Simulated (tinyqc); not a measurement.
Random telegraph noise from one oxide trap in a small MOSFET: one step of the calculation.

An acceptor-like trap exchanges electrons with the channel. Inversion charge Q = Cox u, u = n Vt W0(exp((Vg - VT)/(n Vt))), W0 the Lambert function, n = nf, Cox = eps0 eox/tox; linear regime Id = (W/L) mu Q Vd. Relative to threshold the surface potential rises by Vt ln(u/u0) and the oxide voltage by the rest of Vg - VT, with u0 = n Vt W0(1).

Question. Trap level, time constants and occupancy. N = Cox u/q; dpsi = Vt ln(u/u0); E = E0 - dpsi - (xt/tox)(Vg - VT - dpsi); capture time tc = 1/[(N/zi) vth s0 exp(-xt/lt - EB/Vt)]; emission time te = tc exp(-E/Vt); occupancy te/(tc + te).

Parameters, values chosen for the exercise; values of the order met in silicon transistors: temperature T = 250 K; relative permittivity of the gate insulator (close to silicon dioxide) eox = 3.9; insulator thickness tox = 2.3 nm; depth of the trap from the channel interface xt = 0.3 nm; trap level above the channel Fermi level at threshold E0 = 0.07 eV; capture prefactor s0 = 7e-16 cm^2; capture barrier (lattice relaxation) EB = 0.41 eV; tunnelling decay length lt = 0.17 nm; thermal velocity vth = 1.2e7 cm/s; thickness of the inversion layer zi = 1.6 nm; threshold voltage VT = 0.51 V; body factor nf = 1.17; gate voltage Vg = 0.66 V.

Constants: q = 1.602176634e-19 C, kB = 1.380649e-23 J/K, Vt = kB T/q, eps0 = 8.8541878128e-14 F/cm where lengths are in cm. Results are converted to the units shown.

Give: u; N; dpsi; E; tc; te; occupancy.

Answer.

u = 0.11233 V
N = 1.0526e12 cm^-2
dpsi = 0.044412 V
E = 0.011815 eV
tc = 0.019462 s
te = 0.011246 s
occupancy = 0.36623

The trap lies 0.55 Vt above the Fermi level, so it is empty most of the time.

Range of the model: VT is taken as given; short-channel effects and the uneven flow of current among few electrons are left out.

Program tinyqc, `OMP_NUM_THREADS=1 python tinyqc.py 2710015 2710016 out.jsonl`; Intel Xeon 2.30GHz, shared host, one thread, about 0.01 s.
